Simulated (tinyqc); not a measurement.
Comparisons within one model: optical gain and spontaneous emission in a bulk direct-gap semiconductor. A value that a table varies takes the place of the one given here.

Parabolic bands, vertical transitions, no excitons. For each hole band j: mr = me mj/(me + mj); joint density of states J_j(E) = (mr/c)^(3/2) sqrt(E - Eg)/(2 pi^2), both spins, c = hbar^2/2m0; averaged matrix element |e.p|^2 = m0 Ep/6; alpha_j(E) = 4 pi^2 alpha_f c Ep J_j/(3 nr E) in 1/angstrom (alpha_f the fine-structure constant, listed as alpha among the constants), times 1e8 for 1/cm.

F_j(eta) = (1/Gamma(j + 1)) integral_0^infinity x^j dx/(1 + exp(x - eta)), which tends to exp(eta) for eta << 0.

Quasi-Fermi levels: n = Nc F_1/2(Fc/kT) and p = Nv F_1/2(Fv/kT), Fc counted up from the conduction edge and Fv down from the valence edge; Nc, Nv from N = 2 (m kB T/(4 pi c))^(3/2) with c = hbar^2/2m0, in 1/angstrom^3; times 1e24 for 1/cm^3, with me and (mhh^(3/2) + mlh^(3/2))^(2/3).

For band j the electron sits at Ee = (E - Eg) mr/me above its edge and the hole at Eh = (E - Eg) mr/mj; fe = 1/(1 + exp((Ee - Fc)/kT)), fh = 1/(1 + exp((Eh - Fv)/kT)); gain g = sum_j alpha_j (fe + fh - 1).

Spontaneous rate: R = integral of (nr E/(hbar c))^2/(pi^2 hbar) sum_j alpha_j fe fh dE, with alpha in 1/cm and (nr E/(hbar c))^2 in 1/cm^2 (1e16 per 1/angstrom^2); B = R/(n p); lifetime n/R.

Constants: hbar^2/2m0 = 3.80998211 eV angstrom^2; fine-structure constant alpha = 0.007297352564; kB = 8.617333262e-05 eV/K; hbar = 6.58211957e-16 eV s; hbar c = 1973.269805 eV angstrom.

Values chosen for the exercise (near those of GaAs; the results hold for these values, not for the real material):
```
symbol  value   unit    meaning
Eg      1.398   eV      direct gap
me      0.069   m0      electron mass
mhh     0.521   m0      heavy-hole mass
mlh     0.0812  m0      light-hole mass
Ep      25.3    eV      Kane energy
nr      3.65            refractive index
T       300     K
n       3e+18   1/cm^3  injected density, n = p
```

## Peak gain against injection

The peak is the largest g over E; a dash marks no gain.

Gain:
```
n (1/cm^3),Fc (eV),Fv (eV),peak gain (1/cm),peak E - Eg (eV),B (cm^3/s)
6.4e+17,0.0214,-0.0705,-,-,2.09e-10
1.0e+18,0.0399,-0.0587,-,-,1.97e-10
1.5e+18,0.0597,-0.0477,55,0.0042,1.83e-10
1.8e+18,0.0699,-0.0427,182,0.0098,1.76e-10
2.3e+18,0.0853,-0.0359,423,0.0188,1.65e-10
3.0e+18,0.1044,-0.0284,760,0.0303,1.53e-10
3.9e+18,0.1264,-0.0208,1162,0.0435,1.40e-10
5.2e+18,0.1550,-0.0122,1674,0.0598,1.25e-10
```

transparency density (Fc + Fv = 0) = 1.29e+18 1/cm^3

Gain starts at 1.29e+18 1/cm^3, where Fc = -Fv = 0.0519 eV: with Nv/Nc = 22 the electrons must be degenerate before the holes are. The slope of peak gain against n is 4.22e-16 cm^2 between the first two rows with gain and 3.93e-16 between the last two; the peak moves from 0.0042 to 0.0598 eV above the gap as the bands fill, and B falls by a factor 1.67. Line broadening and gap shrinkage are left out.

## Gain spectrum

At the density n.

Spectrum:
```
E - Eg (eV),"alpha, empty (1/cm)","fe, heavy","fh, heavy",g (1/cm)
0.005,1937,0.980,0.245,429
0.010,2729,0.976,0.241,574
0.020,3833,0.966,0.233,719
0.030,4661,0.953,0.225,760
0.045,5649,0.924,0.214,685
0.060,6456,0.880,0.202,451
0.080,7354,0.787,0.188,-152
0.100,8112,0.651,0.175,-1145
0.130,9068,0.401,0.156,-3243
0.170,10105,0.146,0.134,-6120
0.220,11140,0.030,0.110,-8756
```

Fc + Fv = 0.0760 eV

g is positive below E - Eg = 0.0760 eV; the largest value listed is 760 1/cm at 0.030 eV. At 0.220 eV above the gap g is -0.79 times the absorption of the empty crystal, whose limit is -1.

## Transparency density and B against temperature

Eg is held fixed; B is taken at n = 1e15 1/cm^3.

Results:
```
T (K),transparency density (1/cm^3),Fc/kT there,B (cm^3/s)
100,2.48e+17,2.006,1.20e-09
150,4.55e+17,2.006,6.56e-10
200,7.01e+17,2.006,4.28e-10
250,9.80e+17,2.006,3.08e-10
300,1.29e+18,2.006,2.35e-10
350,1.62e+18,2.006,1.87e-10
400,1.98e+18,2.006,1.54e-10
500,2.77e+18,2.006,1.11e-10
```

Fc/kT at transparency stays at 2.006, since it depends on Nv/Nc alone, so the density goes as T^1.50. B goes as T^-1.48, against T^-1.5 for non-degenerate carriers: hot carriers spread over k and fewer pairs share a wave vector.

## What moves transparency and gain

Transparency is Fc + Fv = 0; the peak is the largest g over E at the density n (0 if none). Each row changes one parameter from the base and keeps the others.

Results:
```
case,transparency density (1/cm^3),Fc + Fv (eV),peak gain (1/cm)
base,1.29e+18,0.0760,760
me = 0.0794 m0,1.48e+18,0.0606,737
mhh = 0.313 m0,9.97e+17,0.0968,1372
Ep = 27.8 eV,1.29e+18,0.0760,836
T = 340 K,1.55e+18,0.0644,546
n = 3.9e+18 1/cm^3,1.29e+18,0.1056,1162
nr = 3.83,1.29e+18,0.0760,725
```

The largest shifts from the base row, up to three for each result and ties (the steps differ in size, so this ranks the rows, not the parameters). transparency density (1/cm^3): mhh -2.91e+17, T +2.66e+17, me +1.87e+17; unchanged at the printed digits by Ep, n and nr. Fc + Fv (eV): n +0.0296, mhh +0.0208, me -0.0154; unchanged at the printed digits by Ep and nr. peak gain (1/cm): mhh +612, n +402, T -214.

Computed by tinyqc, a small Python program: `OMP_NUM_THREADS=1 python tinyqc.py 1650327 1650328 out.jsonl` (the numbers bound the seed that draws the inputs); one thread of a shared host (Intel(R) Xeon(R) Processor @ 2.30GHz), about 0.1 s for the whole set of steps.
